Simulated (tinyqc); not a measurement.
Stoner model of a band magnet at zero temperature: one step, computed by the program tinyqc.

Five orbitals per spin share one band; u = (E - E_bottom)/W runs from 0 to 1, and the states per spin, atom and energy are g = 5 d(u)/W with d = (3/2) sqrt(u). N(u) is the integral of d from 0. The moment m = n_up - n_down (electrons per atom) moves the fillings to n +/- m/10; the energy is E(m) = E_band(m) - I m^2/4.

Task: The paramagnetic state. Solve N(u_F) = n; g_F = 5 d(u_F)/W; the Stoner product is I g_F.

Inputs (values chosen for the exercise, for a model d band): band width W = 6.3 eV; filling n per spin orbital = 0.4; Stoner parameter I = 0.999 eV.

Density of states: free-electron (square root).

Give: u_F; g_F; Stoner product I g_F.

Result:

u_F = 0.54288

g_F = 0.87715 1/eV

Stoner product I g_F = 0.87627

I g_F < 1: the paramagnet is locally stable.
